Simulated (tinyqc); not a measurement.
Kronig-Penney superlattice by transfer matrices, step by step. Values are carried at full precision from step to step, so a last printed digit may differ when a step is redone from the rounded ones.

Wells (width a, potential 0, mass mw) alternate with barriers (width b, height V0, mass mb); period d = a + b; c = hbar^2/2m0. The vector (psi, psi'/m) is continuous, and a layer of thickness t carries it by M = [[cos kt, (m/k) sin kt], [-(k/m) sin kt, cos kt]] with k = sqrt(m (E - V)/c); for E < V, k = i kappa gives [[cosh, (m/kappa) sinh], [(kappa/m) sinh, cosh]] of kappa t. A Bloch state obeys cos(q d) = tr(Mb Mw)/2.

Constants: hbar^2/2m0 = 3.80998211 eV angstrom^2; hbar = 6.58211957e-16 eV s.

Values chosen for the exercise (near those of a GaAs superlattice with barriers of AlGaAs; the results hold for these values, not for the real material):
- a = 104 angstrom (well width)
- b = 22 angstrom (barrier width)
- V0 = 0.178 eV (barrier height)
- mw = 0.0682 m0 (mass in the wells)
- mb = 0.0853 m0 (mass in the barriers)
- E = 0.03 eV (trial energy)
- F = 2 kV/cm (field along the axis)

## Layer matrices at one energy

Form the matrix of the well and of the barrier at E.

k in the well = 0.02317 1/angstrom
kappa in the barrier = 0.05756 1/angstrom

Mw (angstrom units):
```
,1,2
1,-0.744140,1.96601
2,-0.226986,-0.744140
```

Mb (angstrom units):
```
,1,2
1,1.91493,2.41999
2,1.10205,1.91493
```

## The matrix of one period

Multiply M = Mb Mw and take half the trace. If its size is at most 1, E lies in a miniband and q d = arccos(tr M/2); otherwise the state decays by exp(-arccosh|tr M/2|) a period.

M:
```
,1,2
1,-1.9743,1.9640
2,-1.2547,0.74167
```

tr M/2 = -0.6163
q d in a band, or the decay exponent in a gap = 2.235

E lies in a miniband; det M = 1.0000, as for any such product.

## Miniband edges

The edges are the energies where tr M/2 = +1 (q = 0) or -1 (q = pi/d); the first three minibands.

Minibands:
```
band,bottom (eV),top (eV),width (meV)
1,0.0195,0.0338,14.3
2,0.0823,0.1357,53.4
3,0.1961,0.3069,110.8
```

2 minibands of these lie wholly below V0. The first gap is 48.5 meV wide; the single well of width a has E1 = 0.0265 eV, inside the first miniband.

## Dispersion along the axis

Solve tr M/2 = cos(q d) inside each miniband at q d/pi = 0, 1/6, ..., 1. The cosine form is E_bottom + (W/2)(1 - cos q d) with the true width W.

Energies (eV):
```
q d/pi,band 1,cosine form,band 2
0.000,0.0195,0.0195,0.1357
0.167,0.0202,0.0205,0.1300
0.333,0.0222,0.0231,0.1178
0.500,0.0253,0.0267,0.1048
0.667,0.0290,0.0302,0.0934
0.833,0.0324,0.0328,0.0853
1.000,0.0338,0.0338,0.0823
```

The cosine form, which holds for hopping between neighbouring wells alone, misses band 1 by at most 1.4 meV, 10 % of its width.

## Mass along the axis

With f(E) = tr M/2, 1 - (q d)^2/2 = 1 + f'(E_bottom)(E - E_bottom) gives m_z = -2 c f'/d^2 (f' by a central difference of 1e-6 eV at the bottom of band 1). The cosine form gives 4 c/(W d^2), W the width of band 1 between tr M/2 = +1 and -1.

f' = -199.2 1/eV
m_z = 0.09562 m0
m_z of the cosine form = 0.06722 m0
W = 14.28 meV

The mass along the axis is 1.40 times mw.

## In a field along the axis

One-band picture: ladder spacing e F d, Bloch frequency e F d/(2 pi hbar), and extent W/(e F) of a Stark state, with W the width of band 1; 1 kV/cm = 1e-5 V/angstrom.

e F d = 2.520 meV
Bloch frequency = 0.609 THz
W/(e F d) = 5.67 periods

The state spreads over about 6 periods.

## Checks

- Bottom of band 1 from 121 plane waves (the mass step taken by inverting the matrix of m) against the transfer matrix, eV: both 0.0195.

Program tinyqc; command `OMP_NUM_THREADS=1 python tinyqc.py 1280368 1280369 out.jsonl`; about 0.06 s on one thread of a shared Intel(R) Xeon(R) Processor @ 2.30GHz.
